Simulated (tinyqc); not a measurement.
Pariser-Parr-Pople SCF with singles CI, for the molecule Nc1cccccc1=O (SMILES; centres numbered as the heavy atoms are written), step by step. Computed by tinyqc, a small Python program that keeps every step. Settings: charge = 0, gamma = Ohno, start = core, damping = 0, iteration cap = 66, excitations kept = 9. Command: `OMP_NUM_THREADS=1 python tinyqc.py 29075 29076 out.jsonl` (the two numbers bound the seeds that draw the settings). One thread of a shared host (Intel(R) Xeon(R) Processor @ 2.60GHz), about 0.02 s of CPU time with the checks. Later iterations appear only in the table of the cycle.

## PPP integrals

Centres (angstrom, eV; a flat drawing with bonds scaled to 1.40 angstrom):

| centre | x | y | core charge z | W | gamma_rr |
|---|---|---|---|---|---|
| 1N | -2.112000 | -1.307000 | 2 | 24.600000 | 19.100000 |
| 2C | -0.850000 | -0.700000 | 1 | 11.290000 | 12.750000 |
| 3C | 0.244000 | -1.573000 | 1 | 11.290000 | 12.750000 |
| 4C | 1.609000 | -1.261000 | 1 | 11.290000 | 12.750000 |
| 5C | 2.217000 | 0.000000 | 1 | 11.290000 | 12.750000 |
| 6C | 1.609000 | 1.261000 | 1 | 11.290000 | 12.750000 |
| 7C | 0.244000 | 1.573000 | 1 | 11.290000 | 12.750000 |
| 8C | -0.850000 | 0.700000 | 1 | 11.290000 | 12.750000 |
| 9O | -2.112000 | 1.307000 | 1 | 19.810000 | 14.680000 |

Resonance integrals (eV):

| i | j | beta |
|---|---|---|
| 1 | 2 | -2.260000 |
| 2 | 3 | -2.390000 |
| 3 | 4 | -2.390000 |
| 4 | 5 | -2.390000 |
| 5 | 6 | -2.390000 |
| 6 | 7 | -2.390000 |
| 7 | 8 | -2.390000 |
| 8 | 9 | -2.500000 |
| 8 | 2 | -2.390000 |

Ohno: gamma = 14.399645/sqrt(R^2 + a^2), a = 2 x 14.399645/(gamma_rr + gamma_ss); H_rr = -W_r - sum_(s != r) z_s gamma_rs; H_rs = beta for bonds.

repulsion gamma_rs (eV):
```
           1N         2C         3C         4C         5C         6C         7C         8C
1N  19.100000   8.638353   5.674652   3.760126   3.122539   3.123128   3.760488   5.675004
2C   8.638353  12.750000   8.006635   5.210663   4.308106   4.308933   5.209993   8.005354
3C   5.674652   8.006635  12.750000   8.004650   5.208734   4.308435   4.307947   5.209993
4C   3.760126   5.210663   8.004650  12.750000   8.005620   5.210976   4.308435   4.308933
5C   3.122539   4.308106   5.208734   8.005620  12.750000   8.005620   5.208734   4.308106
6C   3.123128   4.308933   4.308435   5.210976   8.005620  12.750000   8.004650   5.210663
7C   3.760488   5.209993   4.307947   4.308435   5.208734   8.004650  12.750000   8.006635
8C   5.675004   8.005354   5.209993   4.308933   4.308106   5.210663   8.006635  12.750000
9O   5.237154   5.553534   3.724500   3.102421   3.101843   3.724149   5.553204   8.227128

           9O
1N   5.237154
2C   5.553534
3C   3.724500
4C   3.102421
5C   3.101843
6C   3.724149
7C   5.553204
8C   8.227128
9O  14.680000
```

core matrix H (eV):
```
            1N          2C          3C          4C          5C          6C          7C          8C
1N  -63.591444   -2.260000    0.000000    0.000000    0.000000    0.000000    0.000000    0.000000
2C   -2.260000  -69.169923   -2.390000    0.000000    0.000000    0.000000    0.000000   -2.390000
3C    0.000000   -2.390000  -61.410198   -2.390000    0.000000    0.000000    0.000000    0.000000
4C    0.000000    0.000000   -2.390000  -56.961950   -2.390000    0.000000    0.000000    0.000000
5C    0.000000    0.000000    0.000000   -2.390000  -55.681842   -2.390000    0.000000    0.000000
6C    0.000000    0.000000    0.000000    0.000000   -2.390000  -56.309682   -2.390000    0.000000
7C    0.000000    0.000000    0.000000    0.000000    0.000000   -2.390000  -59.410574   -2.390000
8C    0.000000   -2.390000    0.000000    0.000000    0.000000    0.000000   -2.390000  -65.916819
9O    0.000000    0.000000    0.000000    0.000000    0.000000    0.000000    0.000000   -2.500000

            9O
1N    0.000000
2C    0.000000
3C    0.000000
4C    0.000000
5C    0.000000
6C    0.000000
7C    0.000000
8C   -2.500000
9O  -63.271088
```

## Starting guess

pi electrons, sum of z_r less the charge = 10

Orbitals of the core matrix H.

P at the start:
```
           1N         2C         3C         4C         5C         6C         7C         8C
1N   1.963129   0.062248  -0.106588   0.037157   0.087427   0.121302   0.125795  -0.106483
2C   0.062248   1.891451   0.207996  -0.129259  -0.138407  -0.165350  -0.217041   0.176711
3C  -0.106588   0.207996   1.371611   0.753292   0.359285   0.211560   0.104634  -0.183940
4C   0.037157  -0.129259   0.753292   0.458135   0.242125   0.177777   0.157117  -0.058591
5C   0.087427  -0.138407   0.359285   0.242125   0.146943   0.139164   0.175523   0.044543
6C   0.121302  -0.165350   0.211560   0.177777   0.139164   0.181246   0.300429   0.208010
7C   0.125795  -0.217041   0.104634   0.157117   0.175523   0.300429   0.603523   0.674042
8C  -0.106483   0.176711  -0.183940  -0.058591   0.044543   0.208010   0.674042   1.583586
9O   0.079023  -0.128992   0.145627   0.049973  -0.074995  -0.241521  -0.410904   0.282861

           9O
1N   0.079023
2C  -0.128992
3C   0.145627
4C   0.049973
5C  -0.074995
6C  -0.241521
7C  -0.410904
8C   0.282861
9O   1.800377
```

## Iteration 1: Fock matrix

F_rr = H_rr + P_rr gamma_rr / 2 + sum_(s != r) P_ss gamma_rs; F_rs = H_rs - P_rs gamma_rs / 2; E = tr P (H + F) / 2 + core repulsion sum_(r<s) z_r z_s gamma_rs.

F (eV):
```
           1N         2C         3C         4C          5C          6C         7C         8C
1N   2.711659  -2.528858   0.302426  -0.069857   -0.136498   -0.189420  -0.236524   0.302145
2C  -2.528858   0.449446  -3.222676   0.336763    0.298137    0.356240   0.565391  -3.097316
3C   0.302426  -3.222676  -3.612545  -5.404919   -0.935709   -0.455746  -0.225380   0.479164
4C  -0.069857   0.336763  -5.404919  -8.694581   -3.359179   -0.463196  -0.338464   0.126232
5C  -0.136498   0.298137  -0.935709  -3.359179  -12.653236   -2.947046  -0.457125  -0.095947
6C  -0.189420   0.356240  -0.455746  -0.463196   -2.947046  -11.612416  -3.592414  -0.541935
7C  -0.236524   0.565391  -0.225380  -0.338464   -0.457125   -3.592414  -5.550428  -5.088404
8C   0.302145  -3.097316   0.479164   0.126232   -0.095947   -0.541935  -5.088404   0.802770
9O  -0.206928   0.358181  -0.271194  -0.077519    0.116311    0.449730   1.140917  -3.663568

           9O
1N  -0.206928
2C   0.358181
3C  -0.271194
4C  -0.077519
5C   0.116311
6C   0.449730
7C   1.140917
8C  -3.663568
9O  -5.230354
```

pi energy = -115.741015 eV

## Iteration 1: orbitals and new P

Diagonalise F (the basis is taken as orthonormal) and form P = 2 sum c c over the lowest orbitals.

orbital energies (eV): -17.601257  -12.567008  -9.268769  -7.391169  -5.225607  -3.179125  0.926224  3.308088  7.608936

P after iteration 1:
```
           1N         2C         3C         4C         5C         6C         7C         8C
1N   0.004527   0.020944   0.021439   0.021607  -0.006081  -0.004913   0.049919   0.051996
2C   0.020944   0.119240   0.183261   0.204806  -0.131507  -0.125437   0.206579   0.209309
3C   0.021439   0.183261   0.697045   0.915346  -0.174510   0.047194  -0.001788   0.010990
4C   0.021607   0.204806   0.915346   1.295990   0.150879  -0.013022  -0.028761  -0.060436
5C  -0.006081  -0.131507  -0.174510   0.150879   1.963439  -0.003728   0.017552   0.019269
6C  -0.004913  -0.125437   0.047194  -0.013022  -0.003728   1.978291   0.088495  -0.112462
7C   0.049919   0.206579  -0.001788  -0.028761   0.017552   0.088495   1.520330   0.737724
8C   0.051996   0.209309   0.010990  -0.060436   0.019269  -0.112462   0.737724   0.697185
9O   0.049104   0.169645   0.059248  -0.068593   0.023305   0.065566  -0.361778   0.548417

           9O
1N   0.049104
2C   0.169645
3C   0.059248
4C  -0.068593
5C   0.023305
6C   0.065566
7C  -0.361778
8C   0.548417
9O   1.723953
```

## Iteration 2: Fock matrix

As before.

F (eV):
```
            1N          2C          3C         4C         5C         6C         7C         8C
1N  -22.677912   -2.350461   -0.060829  -0.040622   0.009493   0.007672  -0.093861  -0.147538
2C   -2.350461  -15.977531   -3.123653  -0.533587   0.283273   0.270250  -0.538138  -3.227797
3C   -0.060829   -3.123653  -10.259124  -6.053513   0.454487  -0.101666   0.003850  -0.028629
4C   -0.040622   -0.533587   -6.053513  -1.551901  -2.993938   0.033929   0.061956   0.130206
5C    0.009493    0.283273    0.454487  -2.993938   3.476262  -2.375076  -0.045713  -0.041506
6C    0.007672    0.270250   -0.101666   0.033929  -2.375076   4.527714  -2.744184   0.293001
7C   -0.093861   -0.538138    0.003850   0.061956  -0.045713  -2.744184   0.724443  -5.343342
8C   -0.147538   -3.227797   -0.028629   0.130206  -0.041506   0.293001  -5.343342  -6.153263
9O   -0.128583   -0.471065   -0.110335   0.106403  -0.036144  -0.122090   1.004515  -4.755947

            9O
1N   -0.128583
2C   -0.471065
3C   -0.110335
4C    0.106403
5C   -0.036144
6C   -0.122090
7C    1.004515
8C   -4.755947
9O  -15.678246
```

pi energy = -96.639660 eV

## Iteration 2: orbitals and new P

As before.

orbital energies (eV): -23.708506  -18.964375  -16.438585  -11.701135  -6.878706  -0.796864  1.835225  5.079215  8.004172

P after iteration 2:
```
           1N         2C         3C         4C         5C         6C         7C         8C
1N   1.999719   0.002795  -0.007979   0.012356   0.009058   0.007693   0.010430  -0.008930
2C   0.002795   1.972119   0.075975  -0.115558  -0.094051  -0.088919  -0.101462   0.089109
3C  -0.007979   0.075975   1.531954   0.832737   0.122779   0.033573  -0.001580  -0.035401
4C   0.012356  -0.115558   0.832737   0.466821   0.077374   0.032236   0.037760   0.011156
5C   0.009058  -0.094051   0.122779   0.077374   0.019623   0.019281   0.059704   0.067727
6C   0.007693  -0.088919   0.033573   0.032236   0.019281   0.035750   0.145441   0.185229
7C   0.010430  -0.101462  -0.001580   0.037760   0.059704   0.145441   0.648752   0.873297
8C  -0.008930   0.089109  -0.035401   0.011156   0.067727   0.185229   0.873297   1.388131
9O   0.002947  -0.029391   0.016765  -0.013684  -0.018646  -0.065228  -0.278258   0.195990

           9O
1N   0.002947
2C  -0.029391
3C   0.016765
4C  -0.013684
5C  -0.018646
6C  -0.065228
7C  -0.278258
8C   0.195990
9O   1.937132
```

## Iteration 3: Fock matrix

As before.

F (eV):
```
           1N         2C         3C         4C          5C          6C         7C         8C
1N   3.625596  -2.272071   0.022639  -0.023230   -0.014143   -0.012013  -0.019611   0.025339
2C  -2.272071   0.863836  -2.694151   0.301067    0.202591    0.191573   0.264309  -2.746675
3C   0.022639  -2.694151  -3.271484  -5.722883   -0.319762   -0.072324   0.003402   0.092219
4C  -0.023230   0.301067  -5.722883  -8.798320   -2.699713   -0.083990  -0.081344  -0.024035
5C  -0.014143   0.202591  -0.319762  -2.699713  -13.445448   -2.467177  -0.155491  -0.145888
6C  -0.012013   0.191573  -0.072324  -0.083990   -2.467177  -12.508381  -2.972102  -0.482582
7C  -0.019611   0.264309   0.003402  -0.081344   -0.155491   -2.972102  -6.609372  -5.886085
8C   0.025339  -2.746675   0.092219  -0.024035   -0.145888   -0.482582  -5.886085   1.463578
9O  -0.007717   0.081611  -0.031221   0.021226    0.028918    0.121459   0.772612  -3.306218

           9O
1N  -0.007717
2C   0.081611
3C  -0.031221
4C   0.021226
5C   0.028918
6C   0.121459
7C   0.772612
8C  -3.306218
9O  -5.256447
```

pi energy = -110.729836 eV

## Iteration 3: orbitals and new P

As before.

orbital energies (eV): -16.955062  -13.392740  -10.489835  -8.109293  -5.842344  -2.361594  1.629135  4.354984  7.230307

P after iteration 3:
```
           1N         2C         3C         4C         5C         6C         7C         8C
1N   0.002062   0.011805   0.019751   0.023809  -0.011775  -0.011194   0.024728   0.028001
2C   0.011805   0.068651   0.129361   0.159582  -0.082574  -0.067203   0.150905   0.154245
3C   0.019751   0.129361   0.642496   0.909410  -0.158314   0.025709  -0.006979   0.023607
4C   0.023809   0.159582   0.909410   1.358072   0.118798  -0.007238  -0.027075  -0.014299
5C  -0.011775  -0.082574  -0.158314   0.118798   1.976441  -0.000059   0.004380   0.015827
6C  -0.011194  -0.067203   0.025709  -0.007238  -0.000059   1.991236   0.054915  -0.086782
7C   0.024728   0.150905  -0.006979  -0.027075   0.004380   0.054915   1.580301   0.742159
8C   0.028001   0.154245   0.023607  -0.014299   0.015827  -0.086782   0.742159   0.589030
9O   0.036944   0.179861   0.041342  -0.060181   0.012665   0.039364  -0.291978   0.497177

           9O
1N   0.036944
2C   0.179861
3C   0.041342
4C  -0.060181
5C   0.012665
6C   0.039364
7C  -0.291978
8C   0.497177
9O   1.791712
```

## Convergence

Stop when output and input P, before any damping, agree to 1e-7.

Course of the cycle:

| iteration | E (eV) | largest \|P(out) - P(in)\| |
|---|---|---|
| 1 | -115.74101501 | 1.96e+00 |
| 2 | -96.63965978 | 2.00e+00 |
| 3 | -110.72983561 | 2.00e+00 |
| 4 | -93.67944532 | 2.00e+00 |
| 5 | -110.03790843 | 2.00e+00 |
| 6 | -93.45092784 | 2.00e+00 |
| 7 | -109.96821196 | 2.00e+00 |
| 8 | -93.42640643 | 2.00e+00 |
| 9 | -109.96050956 | 2.00e+00 |
| 10 | -93.42359935 | 2.00e+00 |
| 11 | -109.95963754 | 2.00e+00 |
| ... | ... | ... |
| 56 | -93.42322947 | 2.00e+00 |
| 57 | -109.95952623 | 2.00e+00 |
| 58 | -93.42322947 | 2.00e+00 |
| 59 | -109.95952623 | 2.00e+00 |
| 60 | -93.42322947 | 2.00e+00 |
| 61 | -109.95952623 | 2.00e+00 |
| 62 | -93.42322947 | 2.00e+00 |
| 63 | -109.95952623 | 2.00e+00 |
| 64 | -93.42322947 | 2.00e+00 |
| 65 | -109.95952623 | 2.00e+00 |
| 66 | -93.42322947 | 2.00e+00 |

Not converged within 66 iterations: the residual has stopped falling: the iteration swings between two states. Reruns (cap 100 unless said): damping 0.5: converged in 85 (E = -148.45725); the original settings with a cap of 400: not converged.
